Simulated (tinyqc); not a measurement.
# A and C from the efficiency peak

Problem. ABC model of an LED: J = q da (A n + Ba n^2 + Ca n^3), IQE = Ba n^2/(A n + Ba n^2 + Ca n^3), differential lifetime 1/(A + 2 Ba n + 3 Ca n^2). The peak lies at n = sqrt(A/Ca). Given Ba, find n at the peak, A and Ca.

Inputs (values chosen for the exercise):
- Ba = 8.1e-11 cm^3/s (radiative coefficient of the active layer)
- da = 52 nm (thickness of the active layer)

Constants: q = 1.602176634e-19 C. Results are converted to the units shown.

peak IQE = 94.077726 %
J at the peak = 74.601109 A/cm^2

Solution. IQE J = q da Ba n^2 gives n. At the peak A n = Ca n^3, each being half of the non-radiative rate Ba n^2 (1/IQE - 1).

n at the peak = 1.020e18 cm^-3
A = 2.600e6 1/s
Ca = 2.500e-30 cm^6/s

Program tinyqc, `OMP_NUM_THREADS=1 python tinyqc.py 2300058 2300059 out.jsonl`; Intel Xeon 2.30GHz, shared host, one thread, about 0.01 s.
